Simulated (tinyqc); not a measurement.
One-dimensional ballistic tunnel FET, two-band WKB: two steps of the calculation.

A p-type source for x < 0 with its Fermi level at 0 and its valence edge at ds; in the channel the bands fall as D exp(-x/lam) towards their flat values, with the conduction edge at Ec = ds - dP and D = dP + Eg. The gate moves dP one to one. The drain Fermi level lies at -Vd and the drain side reflects nothing. For w = E - Ec between 0 and dP an electron crosses the gap. Two-band dispersion with equal masses m: inside the gap kappa = sqrt(m u (1 - u/Eg)/C), u the distance from a band edge, C = hbar^2/(2 m0).

Inputs (values chosen for the exercise); band and dielectric values those of a made-up semiconductor: temperature T = 300 K; band gap Eg = 1.71 eV; band-edge mass of the two-band model m = 0.082 m0; screening length of the source junction lam = 2.9 nm; source valence edge above the source Fermi level ds = 0.13 eV; drain bias Vd = 0.3 V; number of degenerate subbands (spin apart) g = 2; tunnelling window Ev(source) - Ec(channel) dP = 0.1 eV; energy above the channel conduction edge w0 = 0.062 eV; cells of the path nc = 8; points of the energy grid nE = 11.

Constants: q = 1.602176634e-19 C, kB = 1.380649e-23 J/K, hbar = 1.054571817e-34 J s, h = 6.62607015e-34 J s, m0 = 9.1093837015e-31 kg, Vt = kB T/q, hbar^2/(2 m0) = 0.0380998212 eV nm^2. Results are converted to the units shown.

Problem 1. The path through the gap by the midpoint rule. At w = w0 the path runs from xa = lam ln(D/(w + Eg)) to xb = lam ln(D/w); u(x) = w + Eg - D exp(-x/lam) is the height above the valence edge. Cut it into nc equal cells: S = 2 (cell width) times the sum of kappa at the centres.

Give: xa; xb; x; u; kappa; S.

Solution 1.

xa = 0.06153 nm
xb = 9.784 nm

```
cell  x (nm)  u (eV)  kappa (1/nm)
0      0.669   0.335        0.7614
1      1.885   0.827        0.9587
2      3.100   1.150        0.9001
3      4.315   1.363        0.7713
4      5.531   1.503        0.6255
5      6.746   1.595        0.4800
6      7.961   1.656        0.3362
7      9.177   1.696        0.1756
```

S = 12.18

Problem 2. Current on a coarse grid. S(w) = 2 lam int_0^Eg kappa(u) du/(w + Eg - u) = 2 pi lam sqrt(m/(C Eg)) [w + Eg/2 - sqrt(w (w + Eg))], T(w) = exp(-S). I = g (2 q^2/h) int_0^dP T(w) [f(E) - f(E + Vd)] dw, E = ds - dP + w, f(x) = 1/(1 + exp(x/Vt)). Simpson's rule on nE equally spaced points.

Wanted: w; T(w); difference of the f; I.

Solution 2.

```
point   w (eV)       T(w)  difference of the f
0      0.00000  2.5669e-8              0.23858
1      0.01000  3.0546e-7              0.17548
2      0.02000  7.6424e-7              0.12630
3      0.03000  1.4840e-6             0.089406
4      0.04000  2.5302e-6             0.062519
5      0.05000  3.9730e-6             0.043333
6      0.06000  5.8869e-6             0.029847
7      0.07000  8.3509e-6             0.020469
8      0.08000  1.1448e-5             0.013994
9      0.09000  1.5264e-5            0.0095481
10     0.10000  1.9890e-5            0.0065052
```

I = 2.0751e-6 uA

tinyqc, about 0.01 s, one thread, Intel Xeon 2.30GHz (shared host): `OMP_NUM_THREADS=1 python tinyqc.py 2620089 2620090 out.jsonl`
